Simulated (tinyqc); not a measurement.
Resistance of a source-drain extension with a graded tip: one step of the calculation.

y runs along the channel, the gate covers y > 0. The doping is N0 for y < y0 and N0 10^(-(y - y0)/la) beyond, uniform over the depth xj. Sheet conductance s(y) = q mu(N) max(N - Nch, 0) xj + (for y > 0) ma Cox Vo, with mu(N) = u0 + (u1 - u0)/(1 + (N/Nr)^au) and Cox = eps0 eox/tox. Current is taken as one-dimensional; depletion of the tip, spreading and the contact are left out. The metallurgical junction lies at yj, where N = Nch.

Question. Resistance of the overlapped part. Midpoint rule on 9 equal steps from 0 to yj: R_ov = sum h/s(y), per width.

Inputs (values chosen for the exercise); mobility law close to that of holes in silicon: relative permittivity of the gate insulator (close to silicon dioxide) eox = 3.9; insulator thickness tox = 1.5 nm; active doping of the extension far from the gate N0 = 7e19 cm^-3; lateral abruptness la = 5.8 nm/decade; position under the gate where the fall begins (gate edge at 0) y0 = -0.4 nm; depth of the extension xj = 14 nm; channel doping Nch = 1.1e18 cm^-3; gate overdrive Vo = 0.62 V; mobility of the gate-induced layer ma = 72 cm^2/(V s); mobility at low doping u1 = 470.5 cm^2/(V s); mobility at high doping u0 = 44.9 cm^2/(V s); reference doping Nr = 2.23e17 cm^-3; exponent au = 0.719.

Constants: q = 1.602176634e-19 C, eps0 = 8.8541878128e-14 F/cm where lengths are in cm. Results are converted to the units shown.

Give: y; N; doped conductance; sheet resistance; R_ov.

Answer.

```
point  y (nm)  N (cm^-3)  doped conductance (uS)  sheet resistance (ohm/square)
0      0.5590   4.784e19                   562.8                           1503
1       1.677   3.069e19                   377.6                           2082
2       2.795   1.969e19                   255.3                           2793
3       3.913   1.263e19                   173.4                           3621
4       5.031   8.105e18                   117.5                           4540
5       6.149   5.200e18                   78.13                           5528
6       7.267   3.336e18                   49.22                           6579
7       8.385   2.141e18                   26.81                           7718
8       9.503   1.373e18                   8.310                           9003
```

R_ov = 48.48 ohm um

Numbers from tinyqc (`OMP_NUM_THREADS=1 python tinyqc.py 2282001 2282002 out.jsonl`; about 0.03 s on one thread of a shared Intel Xeon 2.30GHz).
